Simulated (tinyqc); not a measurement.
# Tail temperature from the power law

Question. When tail states hold most of the charge, the linear current goes as I = A (Vg - VT)^g with g = 2 Tt/T - 1. Find g, Tt and the tail width kB Tt.

Values chosen for this exercise:
- T = 300 K (temperature)

Constants: q = 1.602176634e-19 C, kB = 1.380649e-23 J/K, Vt = kB T/q. Results are converted to the units shown.

I at Vg - VT = 24 and 36 V (nA): [67.596285, 119.24786]

Solution. g is the slope of ln I against ln(Vg - VT).

g = 1.400
Tt = 360.0 K
kB Tt = 31.02 meV

Numbers from tinyqc (`OMP_NUM_THREADS=1 python tinyqc.py 2610031 2610032 out.jsonl`; about 0.03 s on one thread of a shared Intel Xeon 2.30GHz).
